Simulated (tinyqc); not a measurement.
Inside a calculation. Method: lattice vibrations of a chain. One step of it, computed by the program tinyqc.

Task: Dynamical matrix at q = 0.21. q is in units of 2 pi/a. A spring k from atom i to atom j, n cells on, adds k to Phi_ii and Phi_jj, -k exp(2 pi i q n) to Phi_ij and the conjugate to Phi_ji (for one atom a cell: 2k (1 - cos 2 pi q n)); D_ij = Phi_ij / sqrt(m_i m_j).

A chain moving along its axis:
```
atom   mass (u)  spring to the next atom (eV/angstrom^2)
1     49.000000                                25.400000
2      8.700000                                22.700000
```

Give: D(q).

Result:

D(q) (eV/(angstrom^2 u)):
```
               1              2
1          0.982  -1.504+1.065i
2  -1.504-1.065i          5.529
```
